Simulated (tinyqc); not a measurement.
Five forms on the same table: equation-of-state fits to an energy-volume table made by a known binding curve. Computed by tinyqc, a small Python program. Command: `OMP_NUM_THREADS=1 python tinyqc.py 3005062 3005063 out.jsonl eosfit walk`. One thread of a shared host (Intel(R) Xeon(R) Processor @ 2.30GHz), about 0.02 s of CPU time with the checks.

With x = (V/V_0)^(1/3), the energy per atom is E = D [exp(-2 eta (x - 1)) - 2 exp(-eta (x - 1))], so that B0 = 2 D eta^2/(9 V_0) and B' = 1 + eta. B' = dB/dP at P = 0.

Inputs (values chosen for the exercise, for a model crystal): cohesive energy D = 3.71 eV/atom; true volume V_0 = 18.7 angstrom^3/atom; stiffness eta = 2.88; half-width of the volume window w = 0.04; shift of the window centre s = 0.017; points N = 11; compression V/V_0 for the pressure test = 0.7; noise amplitude = 0.066 meV.

Binding curve: Morse. Noise: added.

Constants: 1 eV/angstrom^3 = 160.2176634 GPa.

Method:
- B0 and B' from the formulas above; P = -dE/dV at V = c V_0 (c the compression chosen), from the curve itself.
- Table: V_j = V_0 [1 + s + w (2 j/(N - 1) - 1)], j = 0..N-1, rounded to 0.001; E_j from the curve plus the noise amplitude times the listed numbers xi_j (xi_0 first), rounded to 1e-7 eV.
- Murnaghan: E = E0 + (B0 V/B') [(V0/V)^B'/(B' - 1) + 1] - B0 V0/(B' - 1), P = (B0/B') [(V0/V)^B' - 1].
- Birch-Murnaghan: E = E0 + (9 V0 B0/16) [y^3 B' + y^2 (2 - 4 y)], y = (V0/V)^(2/3) - 1; P = (3 B0/2) (x^7 - x^5) [1 + (3/4)(B' - 4)(x^2 - 1)], x = (V0/V)^(1/3).
- Vinet: E = E0 + (9 B0 V0/h^2) {1 + [h (1 - x) - 1] exp(h (1 - x))}, P = 3 B0 (1 - x) x^-2 exp(h (1 - x)), x = (V/V0)^(1/3), h = (3/2)(B' - 1).
- All are least-squares fits to the energies; for polynomials in V, B0 = V E'' and B' = -1 - V E'''/E'' at the minimum.

numbers xi_j, drawn evenly from -1 to 1: [0.3109, 0.4215, 0.0890, -0.0954, 0.1857, 0.8669, -0.7558, -0.2835, -0.8341, -0.6024, -0.8477]

exact B0 = 58.5889 GPa

exact B' = 3.88

exact pressure at c V_0 = 40.7369 GPa

Table:
```
V (angstrom^3)      E (eV)
18.270          -3.7081020
18.419          -3.7091809
18.569          -3.7098244
18.719          -3.7100028
18.868          -3.7097158
19.018          -3.7089808
19.167          -3.7080016
19.317          -3.7064885
19.467          -3.7046684
19.616          -3.7024525
19.766          -3.6999081
```

Fitted values:
```
form             V0 (angstrom^3)  B0 (GPa)       B'  P at c V_0 (GPa)
exact                     18.700    58.589   3.8800            40.737
parabola in V             18.707    53.914  -1.0000                 -
cubic in V                18.703    58.156   3.3383                 -
Murnaghan                 18.702    58.193   3.7863            43.967
Birch-Murnaghan           18.702    58.192   3.7248            40.125
Vinet                     18.702    58.187   3.7020            39.114
```

What follows from these numbers?

In B0 the Murnaghan form comes closest (-0.68 %) and the parabola in V form misses most (-7.98 %). A parabola in V has no third derivative, so its B' is -1 by construction. At c V_0, beyond the window, the pressure errors are Murnaghan +7.9 %, Birch-Murnaghan -1.5 %, Vinet -4.0 %; Murnaghan keeps B linear in P and so runs too stiff under compression.

Extremes, crossings and ranges named in words are read from the listed rows.
